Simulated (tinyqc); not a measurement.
Inside a calculation: quantum-confined Stark effect in a modulator well. Values are carried at full precision from step to step, so a last printed digit may differ when a step is redone from the rounded ones.

Constants: hbar^2/2m0 = 3.80998211 eV angstrom^2; e^2/(4 pi eps0) = 14.39964547 eV angstrom; hc = 1239.841984 eV nm.

Inputs chosen for the exercise (near those of a Ge well in SiGe, direct gap; shifted at random, so the results belong to these values and not to a real crystal):
- L = 66 angstrom (well width)
- me = 0.0428 m0 (electron, well)
- mh = 0.216 m0 (heavy hole along z, well)
- F = 39 kV/cm (field)
- Vc = 0.375 eV (conduction offset)
- Vv = 0.108 eV (heavy-hole offset)
- meb = 0.0569 m0 (electron, barrier)
- mhb = 0.237 m0 (heavy hole, barrier)
- Eg = 0.845 eV (gap of the well)
- mp = 0.066 m0 (heavy hole in the plane)
- eps = 15.8 (dielectric constant)
- dE = 6 meV (operating point below the zero-field line)
- G = 4 meV (half width of the exciton line)

## Estimate for hard walls

Second order: each level moves by -C m (e F)^2 L^4/(2c), C = (15/pi^2 - 1)/(24 pi^2), c = hbar^2/2m0, 1 kV/cm = 1e-5 eV/angstrom. It holds while e F L is no more than about twice 3 c pi^2/(m L^2).

Estimate:

| carrier | shift (meV) | e F L over the level spacing |
|---|---|---|
| electron | -0.04 | 0.04 |
| heavy hole | -0.18 | 0.21 |

The hole, 5.0 times heavier, carries 83 % of the estimated shift.

## Levels and envelopes

Envelopes on cells of 0.5 angstrom over the well |z| < L/2 and 45 angstrom of barrier on each side, psi = 0 beyond, psi'/m continuous (mean mass between points), c = hbar^2/2m0. The electron sees + e F z and the hole - e F z, each with its offset in the barriers; 1 kV/cm = 1e-5 eV/angstrom. Light holes, band mixing and escape by tunnelling are left out.

Ground levels, squared overlap and separation <z>_h - <z>_e without and with the field.

Results:

| F (kV/cm) | E_e (meV) | E_h (meV) | overlap^2 | separation (angstrom) |
|---|---|---|---|---|
| 0 | 84.50 | 19.93 | 0.996 | 0.0 |
| 39 | 84.25 | 19.06 | 0.973 | 5.7 |

The electron level moves by -0.24 meV (6.8 times the hard-wall estimate, since it leaks into the barriers and sees a wider well) and the hole level by -0.87 meV (4.86 times).

## Exciton

Exciton: in-plane function exp(-rho/lam), 1/mu = 1/me + 1/mp, E(lam) = c/(mu lam^2) - (q/eps) times the integral over k of Fm(k)(1 + (k lam/2)^2)^(-3/2), Fm(k) the double integral of psi_e^2 psi_h^2 exp(-k |z - z'|), q = e^2/(4 pi eps0); binding Eb = -E at the minimum. Line at Eg + E_e + E_h - Eb, strength proportional to overlap^2/lam^2.

Minimise over lam without and with the field.

Results:

| F (kV/cm) | lam (angstrom) | Eb (meV) | line (eV) | nm | overlap^2/lam^2 (1e-4/angstrom^2) |
|---|---|---|---|---|---|
| 0 | 214.4 | 4.12 | 0.9453 | 1311.6 | 0.2169 |
| 39 | 215.2 | 4.10 | 0.9442 | 1313.1 | 0.2101 |

The weaker binding gives back 0.02 meV of the red shift, leaving 1.1 meV; the strength falls to 97 %.

## Contrast at the operating point

With a Gaussian line of half width G, the absorption at E_op = line(0) - dE is proportional to strength x exp(-ln2 ((E_op - line)/G)^2); continuum absorption is left out. Give it at both fields, relative to the zero-field peak.

E_op = 0.9393 eV
wavelength = 1319.9 nm

absorption without and with the field: 0.21  0.34

The field changes the absorption by +0.13 of the zero-field peak. The zero-field tail still absorbs here, since dE is no more than 2G, which costs insertion loss.

## Checks

- Zero-field levels against the matching condition of the square well, meV: largest difference 2.4e-01.
- Slope d(E_e + E_h)/dF against minus the separation (Hellmann-Feynman), angstrom: both -5.7.

Run: tinyqc, `OMP_NUM_THREADS=1 python tinyqc.py 1250463 1250464 out.jsonl`; Intel(R) Xeon(R) Processor @ 2.30GHz, one thread, shared host; about 0.09 s of CPU time with all checks.
